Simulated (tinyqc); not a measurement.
Bulk resistivity and mean free path from two films.

Inverse problem. In the thick-film limit single-crystal films obey rho = rho0 (1 + 3 (1 - ps) lam/(8 d)). Find rho0, lam and the product rho0 lam.

Parameters, values chosen for the exercise: specular share of surface scattering ps = 0.

rho at d = 83 and 210 nm (uohm cm): 1.9733163  1.7898821

Solution. rho is a straight line in 1/d: the intercept is rho0 and the slope (3/8)(1 - ps) rho0 lam. Without ps only the product (1 - ps) lam could be found.

rho0 = 1.67 uohm cm
lam = 40.2 nm
rho0 lam = 67.1 uohm cm nm

Computed by the program tinyqc: `OMP_NUM_THREADS=1 python tinyqc.py 2100095 2100096 out.jsonl`, one thread of a shared Intel Xeon 2.30GHz, about 0.01 s for the whole run.
